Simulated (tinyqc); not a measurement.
Kronig-Penney superlattice by transfer matrices: sweeps and comparisons. A value that a table varies takes the place of the one given here.

Wells (width a, potential 0, mass mw) alternate with barriers (width b, height V0, mass mb); period d = a + b; c = hbar^2/2m0. The vector (psi, psi'/m) is continuous, and a layer of thickness t carries it by M = [[cos kt, (m/k) sin kt], [-(k/m) sin kt, cos kt]] with k = sqrt(m (E - V)/c); for E < V, k = i kappa gives [[cosh, (m/kappa) sinh], [(kappa/m) sinh, cosh]] of kappa t. A Bloch state obeys cos(q d) = tr(Mb Mw)/2.

Constants: hbar^2/2m0 = 3.80998211 eV angstrom^2.

Inputs chosen for the exercise (near those of a GaAs superlattice with barriers of AlGaAs; the results hold for these values, not for the real material):
```
symbol  value                                   unit      meaning
a       98                                      angstrom  well width
V0      0.178                                   eV        barrier height
mw      0.0682                                  m0        mass in the wells
mb      0.0853                                  m0        mass in the barriers
bs      (14.5, 21.8, 29, 37.7, 46.4, 58, 72.5)  angstrom  barrier widths
b       29                                      angstrom  barrier width
```

## Barrier width

First miniband against b. m_z = -2 c f'/d^2 with f = tr M/2 at the bottom of the band. E1 is the level of the single well, kappa1 its decay constant in the barrier.

First miniband:
```
b (angstrom)  bottom (eV)  top (eV)  W (meV)    ln W  m_z (m0)
14.5               0.0168    0.0418    24.97   3.218    0.0799
21.8               0.0209    0.0373    16.38   2.796    0.0936
29.0               0.0236    0.0344    10.80   2.380     0.114
37.7               0.0257    0.0322    6.531   1.877     0.151
46.4               0.0269    0.0309    3.949   1.373     0.208
58.0               0.0279    0.0299    2.019   0.703     0.331
72.5               0.0284    0.0293   0.8735  -0.135     0.619
```

E1 = 0.0289 eV
kappa1 = 0.0578 1/angstrom

What does this show, and why?

W falls from 25.0 to 0.87 meV, and both edges close in on E1. The slope of ln W is -0.0578 per angstrom over the first two rows and -0.0578 over the last two, against -kappa1 = -0.0578: the width follows one power of the tunnelling amplitude once the wells couple weakly. m_z grows by a factor 7.7.

## From one barrier to a miniband

Transmission through N barriers separated by wells, between leads of the well material: T = 4/[(M11 + M22)^2 + (u M12 - M21/u)^2] with u = k/mw and M the product over all layers; twelve evenly spaced energies around the first miniband.

Transmission:
```
E (eV)    tr M/2 of a period   N = 1    N = 2     N = 4     N = 8
0.018751               2.315  0.0564  0.00278  7.39e-06  5.23e-11
0.020715               1.748  0.0622  0.00540  5.19e-05  4.93e-09
0.022680               1.230  0.0681   0.0119  0.000734  3.53e-06
0.024644               0.757  0.0739   0.0336     0.286    0.0988
0.026608               0.328  0.0797    0.168    0.0755     0.273
0.028572              -0.061  0.0854    0.861     0.612     0.295
0.030536              -0.412  0.0912    0.129    0.0781     0.568
0.032500              -0.726  0.0970   0.0484     0.808     0.516
0.034465              -1.007   0.103   0.0275   0.00666   0.00136
0.036429              -1.255   0.108   0.0189   0.00104  3.85e-06
0.038393              -1.473   0.114   0.0146  0.000333  1.83e-07
0.040357              -1.663   0.120   0.0122  0.000150  2.34e-08
```

How do the results move?

5 of the energies lie in the miniband (|tr M/2| <= 1); there T for N = 8 runs between 0.0988 and 0.568. In the gaps it falls with N: at E = 0.0404 eV from 0.00015 (N = 4) to 2.34e-08 (N = 8), a slope of ln T of -2.19 a period, against -2 arccosh|tr M/2| = -2.19.

## What each parameter does

Bottom and width of the first miniband, the gap above it, and m_z = -2 c f'/d^2 with f = tr M/2. Each row changes one parameter from the base and keeps the others.

Results:
```
case             bottom (eV)  width (meV)  gap (meV)  m_z (m0)
base                  0.0236         10.8       59.6    0.1139
a = 88 angstrom       0.0270         13.6       67.0    0.1092
b = 25 angstrom       0.0223         13.6       55.5    0.1017
V0 = 0.205 eV         0.0254          9.4       65.4    0.1257
mw = 0.0614 m0        0.0245         12.0       62.8    0.1034
mb = 0.0725 m0        0.0240         12.4       58.1    0.1025
```

What does this show?

The largest shifts from the base row, up to three for each result and ties (the steps differ in size, so this ranks the rows, not the parameters). bottom (eV): a +0.0034, V0 +0.0018, b -0.0013. width (meV): b +2.8, a +2.8, mb +1.6. gap (meV): a +7.3, V0 +5.8, b -4.1. m_z (m0): b -0.0123, V0 +0.0117, mb -0.0114.

Program tinyqc; command `OMP_NUM_THREADS=1 python tinyqc.py 1252326 1252327 out.jsonl`; about 0.04 s on one thread of a shared Intel(R) Xeon(R) Processor @ 2.30GHz.
